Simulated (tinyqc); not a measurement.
Film, cylinder and sphere at the same misfit: thermal stress, cracking, delamination and buckling of a thin film; Griffith cracks and misfitting inclusions. Computed by tinyqc, a small Python program. Command: `OMP_NUM_THREADS=1 python tinyqc.py 3012183 3012184 out.jsonl filmcrack walk`. One thread of a shared host (Intel(R) Xeon(R) Processor @ 2.30GHz), about 0.01 s of CPU time with the checks.

Isotropic linear elasticity; the substrate is much thicker than the film; stress is positive in tension.

Inputs (values chosen for the exercise, modelled on a tungsten film on silicon):
```
quantity                       value        unit
film Young's modulus E           391         GPa
film Poisson ratio nu           0.28           -
film expansion alpha_f          4.29      1e-6/K
substrate expansion alpha_s      3.2      1e-6/K
deposition temperature T_d      1275           K
final temperature T              300           K
intrinsic stress                -750         MPa
film thickness h                0.73  micrometre
substrate Young's modulus E_s    143         GPa
substrate Poisson ratio nu_s    0.21           -
```

Method. Thermal strain = (alpha_f - alpha_s)(T_d - T); stress = E/(1 - nu) x strain + intrinsic stress; plane-strain modulus Ebar = E/(1 - nu^2); G0 = stress^2 h/(2 Ebar) is the energy freed per area when a long strip loses its stress across its width. Thermal misfit e alone, mean stress = trace/3 and largest difference of principal stresses inside. Film: E e/(1 - nu) in two directions, 0 in the third. Cylinder: s0 = (1 + nu) e/[(1 + nu)(1 - 2 nu)/E + (1 + nu_s)/E_s] twice and s_zz = E e + 2 nu s0. Sphere: e/[(1 - 2 nu)/E + (1 + nu_s)/(2 E_s)] three times.

thermal strain = 0.00106275

Stresses inside (MPa):
```
shape         s1      s2      s3    mean  largest difference
film      577.13  577.13    0.00  384.75              577.13
cylinder  137.38  137.38  492.47  255.74              355.09
sphere    198.42  198.42  198.42  198.42                0.00
```

The mean stress in size is 385 MPa in the film, 256 in the cylinder and 198 in the sphere, while the largest difference, twice the largest shear stress, goes from 577 through 355 to 0. In a ductile solid shear can relax by slip and hydrostatic stress cannot.

Extremes, crossings and ranges named in words are read from the listed rows.
